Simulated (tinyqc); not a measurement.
Luttinger-Kohn k.p, four valence bands, step by step. One step of it, computed by the program tinyqc.

Question. Levels at k. Diagonalise the Hermitian matrix.

H(k) at k (eV), lower triangle (Hermitian):
```
                      3/2                  1/2                 -1/2      -3/2
3/2              0.139054
1/2    0.063198+0.021066i             0.181262
-1/2  -0.014140-0.016136i             0.000000             0.181262
-3/2             0.000000  -0.014140-0.016136i  -0.063198-0.021066i  0.139054
```

Give: eigenvalues.

Answer.

eigenvalues (eV): 0.087  0.087  0.233  0.233
